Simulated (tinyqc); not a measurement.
From results back to parameters: band edges of strained Si(1-x)Ge(x) on relaxed Si(1-y)Ge(y). Four cases, with inputs chosen for the exercise.

Problem. A layer on a (001) buffer has its Delta valleys split into the four in the plane and the two along z: E(Delta4) - E(Delta2) = XuD (e_par - e_perp), e_perp = -2 (C12/C11) e_par, e_par = (a(y) - a(x))/a(x). The splitting is given; find the strain and the Ge fraction y of the buffer.

Values are linear in the Ge fraction but for ED(x) = linear - CD x (1 - x) and a(x) = linear - Ca x (1 - x). Energies are on the common scale of Ev.

Find: e_par; a(y); y.

Method. e_par = splitting/(XuD (1 + 2 C12/C11)) with the values at x; a(y) = a(x)(1 + e_par); a(y) rises steadily with y, so one root lies in the range.

Case 1.

Values chosen (end members near Si and Ge, in this order; not measured data): a = (5.437, 5.665) angstrom (lattice constant); Ca = 0.025 angstrom (bowing of the lattice constant); XuD = (8.97, 9.74) eV (uniaxial potential, Delta); C11 = (163.8, 128.4) GPa; C12 = (63.8, 48.7) GPa; x = 0.37 (Ge fraction of the layer).

E(Delta4) - E(Delta2) = 0.253938 eV

Solution.

e_par = 0.01548
a(y) = 5.6009 angstrom
y = 0.740

Case 2.

Values chosen (end members near Si and Ge, in this order; not measured data): a = (5.43, 5.662) angstrom (lattice constant); Ca = 0.024 angstrom (bowing of the lattice constant); XuD = (8.87, 9.42) eV (uniaxial potential, Delta); C11 = (166.8, 127.5) GPa; C12 = (64, 48.7) GPa; x = 0.18 (Ge fraction of the layer).

E(Delta4) - E(Delta2) = -0.110757 eV

Solution.

e_par = -0.00699
a(y) = 5.4300 angstrom
y = 0

Case 3.

Values chosen (end members near Si and Ge, in this order; not measured data): a = (5.433, 5.657) angstrom (lattice constant); Ca = 0 angstrom (bowing of the lattice constant); XuD = (9.51, 9.76) eV (uniaxial potential, Delta); C11 = (164.1, 129.1) GPa; C12 = (63.7, 48.2) GPa; x = 0 (Ge fraction of the layer).

E(Delta4) - E(Delta2) = 0.181089 eV

Solution.

e_par = 0.01072
a(y) = 5.4912 angstrom
y = 0.260

Case 4.

Values chosen (end members near Si and Ge, in this order; not measured data): a = (5.43, 5.663) angstrom (lattice constant); Ca = 0 angstrom (bowing of the lattice constant); XuD = (8.92, 9.76) eV (uniaxial potential, Delta); C11 = (166.3, 130) GPa; C12 = (64.8, 48.4) GPa; x = 0.09 (Ge fraction of the layer).

E(Delta4) - E(Delta2) = 0.054657 eV

Solution.

e_par = 0.00342
a(y) = 5.4696 angstrom
y = 0.170

Computed by tinyqc, one run a case: `OMP_NUM_THREADS=1 python tinyqc.py N N+1 out.jsonl` with N = 1050924, 1050955, 1050965, 1051051; one thread of a shared Intel(R) Xeon(R) Processor @ 2.30GHz, about 0.01 s a run at most.
